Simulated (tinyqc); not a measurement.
# Worked calculation: small-signal admittance of a forward-biased p+-n diode

tinyqc, about 0.01 s, one thread, Intel Xeon 2.30GHz (shared host): `OMP_NUM_THREADS=1 python tinyqc.py 2890190 2890191 out.jsonl` Printed values are rounded.

Holes injected into a neutral base of width wb with an ohmic contact at its end; low injection, p0 far above the equilibrium density. A small voltage v exp(i w t), w = 2 pi f, modulates the edge density by p0 v/Vt, and the small-signal density obeys Dp d2p/dx2 = (1/tau + i w) p.

Values chosen for this exercise; permittivity close to that of gallium arsenide:
```
symbol   value    unit                                   meaning
T          350       K                               temperature
eps_r     12.9                             relative permittivity
Nd      3.2e15   cm^-3                 donor density of the base
Dp         5.7  cm^2/s                hole diffusion coefficient
tau       2e-9       s                             hole lifetime
wb        0.31      um                 width of the neutral base
p0        9e13   cm^-3  excess hole density at the junction edge
Na        3e19   cm^-3           acceptor density of the p+ side
f          4e9      Hz                          signal frequency
```

Constants: q = 1.602176634e-19 C, kB = 1.380649e-23 J/K, Vt = kB T/q, eps0 = 8.8541878128e-14 F/cm where lengths are in cm. Results are converted to the units shown.

## Closed-form admittance

L = sqrt(Dp tau); direct current J = (q Dp p0/L) coth(wb/L); k = sqrt(1 + i w tau)/L; diffusion admittance Y = (q Dp p0/Vt) k coth(k wb) = G + i w C_diff; junction capacitance C_j = sqrt(q eps0 eps_r Nd/(2 Vr)) in the depletion approximation, with the remaining barrier Vr = Vt ln(Na/p0), a rough value under forward bias; base-width modulation is left out.

L = 1.06771 um
J = 2.72543 A/cm^2
k wb = 1.47011+1.44115i
Y = 119.737+111.163i S/cm^2
C_diff = 0.00442302 uF/cm^2
C_j = 0.0276295 uF/cm^2

G is 1.33 times its low-frequency value J/Vt, and C_diff is 0.160 times C_j.

## The same by finite differences

8 equal intervals, h = wb/8; u = small-signal density over its edge value, u_0 = 1, u_8 = 0; u_(i-1) + b u_i + u_(i+1) = 0 with b = -2 - h^2 (1/tau + i w)/Dp; Y = (q Dp p0/(Vt h)) (-b/2 - u_1), which includes the half box at the edge.

b = -2.00132-0.06621i
u, node 1 to 7: [0.831399-0.126459i, 0.672265-0.198040i, 0.527129-0.225372i, 0.397609-0.218102i, 0.283052-0.184793i, 0.181103-0.132988i, 0.088197-0.069368i]
Y on the mesh = 119.033+112.214i S/cm^2

Against the closed form the real part is 0.59 % below it and the imaginary part 0.95 % above it; |k h| = 0.26.
